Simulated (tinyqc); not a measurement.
## p-n diode with diffusion and depletion-layer recombination: currents and ideality against junction voltage

Abrupt junction in the depletion approximation, low injection, full ionisation, neutral widths fixed, ohmic contact on the p side. Vj is the junction voltage; where a series resistance Rs is given, V = Vj + J Rs is the terminal voltage.

ni = sqrt(Nc Nv) exp(-Eg/(2 Vt)), Eg in volts; D = mu Vt; Ln = sqrt(Dn tn), Lp = sqrt(Dp tp); J0n = q ni^2 Dn coth(wp/Ln)/(Ln Na); J0p = (q ni^2 Dp/(Lp Nd)) (s + tanh(wn/Lp))/(1 + s tanh(wn/Lp)), s = Sp Lp/Dp. J_diff = (J0n + J0p)(exp(Vj/Vt) - 1). Vbi = Vt ln(Na Nd/ni^2), W = sqrt(2 eps0 eps_r (Vbi - Vj)(1/Na + 1/Nd)/q), xp = W Nd/(Na + Nd), xn = W Na/(Na + Nd); u(x) = q Na (x + xp)^2/(2 eps0 eps_r) for x < 0 and Vbi - Vj - q Nd (xn - x)^2/(2 eps0 eps_r) for x > 0; p = Na exp(-u/Vt), n = Nd exp((u - Vbi + Vj)/Vt); U = ni^2 (exp(Vj/Vt) - 1)/(tp (n + ni exp(Et/Vt)) + tn (p + ni exp(-Et/Vt))); J_scr = q times the integral of U from -xp to xn. J = J_diff + J_scr. Ideality = (1/Vt) dVj/d ln J or (1/Vt) dV/d ln J; last column ni^2 exp(Vj/Vt)/N^2.

Inputs (values chosen for the exercise); band and dielectric values close to those of indium phosphide: temperature T = 400 K; band gap Eg = 1.32 eV; relative permittivity eps_r = 12.4; conduction-band density of states at T Nc = 8.7e17 cm^-3; valence-band density of states at T Nv = 1.68e19 cm^-3; acceptor density Na = 5.7e17 cm^-3; donor density Nd = 7.4e16 cm^-3; electron mobility in the p side mun = 1400 cm^2/(V s); hole mobility in the n side mup = 130 cm^2/(V s); electron lifetime tn = 1e-7 s; hole lifetime tp = 2e-9 s; neutral width of the p side wp = 0.5 um; neutral width of the n side wn = 1.6 um; recombination velocity at the n contact Sp = 1e7 cm/s; series resistance Rs = 0.038 ohm cm^2; trap level above the intrinsic level Et = 0 eV.

Constants: q = 1.602176634e-19 C, kB = 1.380649e-23 J/K, Vt = kB T/q, eps0 = 8.8541878128e-14 F/cm where lengths are in cm. Results are converted to the units shown.

Results:

| Vj (V) | J_diff (A/cm^2) | J_scr (A/cm^2) | J (A/cm^2) | V (V) | ideality against Vj | ideality against V | minority/doping, lighter side |
|---|---|---|---|---|---|---|---|
| 0.28 | 4.387e-7 | 7.759e-6 | 8.197e-6 | 0.2800 | 1.749 | 1.749 | 2.103e-10 |
| 0.36 | 4.469e-6 | 2.732e-5 | 3.179e-5 | 0.3600 | 1.654 | 1.655 | 2.142e-9 |
| 0.44 | 4.552e-5 | 9.577e-5 | 1.413e-4 | 0.4400 | 1.450 | 1.450 | 2.182e-8 |
| 0.52 | 4.636e-4 | 3.403e-4 | 8.039e-4 | 0.5200 | 1.235 | 1.236 | 2.222e-7 |
| 0.6 | 0.004722 | 0.001241 | 0.005963 | 0.6002 | 1.100 | 1.106 | 2.263e-6 |
| 0.67 | 0.03598 | 0.003967 | 0.03995 | 0.6715 | 1.043 | 1.088 | 1.725e-5 |
| 0.75 | 0.3665 | 0.01555 | 0.3820 | 0.7645 | 1.017 | 1.438 | 1.757e-4 |
| 0.91 | 38.01 | 0.1724 | 38.19 | 2.361 | 1.003 | 43.10 | 0.01822 |

Estimate the missing row, Vj = 0.83 V.

Computed row:

| Vj (V) | J_diff (A/cm^2) | J_scr (A/cm^2) | J (A/cm^2) | V (V) | ideality against Vj | ideality against V | minority/doping, lighter side |
|---|---|---|---|---|---|---|---|
| 0.83 | 3.732 | 0.06023 | 3.793 | 0.9741 | 1.007 | 5.188 | 0.001789 |

With this row back in the table: The ideality against Vj falls from 1.75 to 1.00. Diffusion overtakes recombination in the layer between Vj = 0.44 and 0.52 V. J_scr alone has an ideality of 1.84 between the first two rows and 2.21 between the last two. From Vj = 0.75 V the series resistance raises the terminal ideality by over a tenth; there J Rs = 0.42 Vt.

tinyqc, about 0.01 s, one thread, Intel Xeon 2.30GHz (shared host): `OMP_NUM_THREADS=1 python tinyqc.py 2260044 2260045 out.jsonl`
